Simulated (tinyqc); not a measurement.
Inside a calculation: band gaps under pressure and temperature from deformation potentials. Values are carried at full precision from step to step, so a last printed digit may differ when a step is redone from the rounded ones.

Murnaghan: V/V0 = (1 + Bp P/B0)^(-1/Bp), B0 = (C11 + 2 C12)/3. Each gap moves by a ln(V/V0) with its volume potential a, and falls with temperature by aV T^2/(T + bV) (Varshni); the two effects are added. No change of phase is considered.

Inputs chosen for the exercise (near those of GaP, the X and L potentials typical of such crystals; the results hold for these values, not for the real material): C11 = 142.9 GPa; C12 = 62.1 GPa; Bp = 4.11 (pressure derivative of the bulk modulus); P = 5.5 GPa (pressure); Eg = 2.828 eV (gap at Gamma to the s-like level at 0 K, 0 GPa); EgX = 2.343 eV (gap to X at 0 K, 0 GPa); EgL = 2.712 eV (gap to L at 0 K, 0 GPa); aG = -9.81 eV (volume potential of the Gamma gap); aX = 1.05 eV (volume potential of the X gap); aL = -4.44 eV (volume potential of the L gap); aV = (0.552, 0.577, 0.586) meV/K (Varshni alpha of Gamma, X, L); bV = (356, 351, 368) K (Varshni beta of Gamma, X, L); T = 400 K (temperature); aT = 4.7 1e-6/K (linear thermal expansion near 300 K).

## Volume under pressure

Give B0, V/V0, ln(V/V0), the change of the lattice constant and the linear estimate -P/B0.

B0 = 89.03 GPa
V/V0 = 0.94644
ln(V/V0) = -0.05505
change of a = -1.818 %
-P/B0 = -0.06177

The stiffening under pressure makes the compression 10.9 % smaller than the linear estimate.

## Gaps at P and T

Give both shifts and the gaps.

pressure shifts (eV): Gamma 0.5400, X -0.0578, L 0.2444

temperature shifts (eV): Gamma -0.1168, X -0.1229, L -0.1221

gaps (eV): Gamma 3.2512, X 2.1623, L 2.8343

The lowest valley is X (indirect gap), 672 meV below L; at 0 K and 0 GPa it is X.

## Pressure coefficients

Expand in P: E = E0 + c1 P + c2 P^2 with c1 = -a/B0 and c2 = a Bp/(2 B0^2).

c1 (meV/GPa): Gamma 110.18, X -11.79, L 49.87

c2 (meV/GPa^2): Gamma -2.543, X 0.272, L -1.151

Gamma and L rise under pressure and X falls, as the signs of the volume potentials say.

## Pressures at which the valleys cross

Two gaps meet at ln(V/V0) = -(E_i - E_j)/(a_i - a_j), with the gaps at T and P = 0; then P = (B0/Bp)(exp(-Bp ln(V/V0)) - 1). A dash marks expansion or a compression beyond ln(V/V0) = -0.3.

Crossings:
```
pair     E_i - E_j (eV)  ln(V/V0)  P (GPa)
Gamma-X          0.4911    0.0452        -
Gamma-L          0.1213    0.0226        -
L-X              0.3698    0.0674        -
```

The lowest valley stays X down to ln(V/V0) = -0.3, far beyond the phase change of the real crystal near 22 GPa.

## How much of dE/dT is thermal expansion

At 300 K: dE/dT = -aV T (T + 2 bV)/(T + bV)^2; expansion alone gives 3 aT a; the rest is electron-phonon coupling.

dE/dT (meV/K): Gamma -0.3894, X -0.4093, L -0.4082

from expansion (meV/K): Gamma -0.1383, X 0.0148, L -0.0626

remainder (meV/K): Gamma -0.2511, X -0.4241, L -0.3456

Expansion supplies 36 % of the slope at Gamma and 15 % at L; at X it works against the fall.

## Checks

- Slope of the Gamma gap at P = 0 by finite differences against c1 (meV/GPa): both 110.18.

tinyqc: `OMP_NUM_THREADS=1 python tinyqc.py 1080468 1080469 out.jsonl`; about 0.01 s, one thread, shared Intel(R) Xeon(R) Processor @ 2.30GHz.
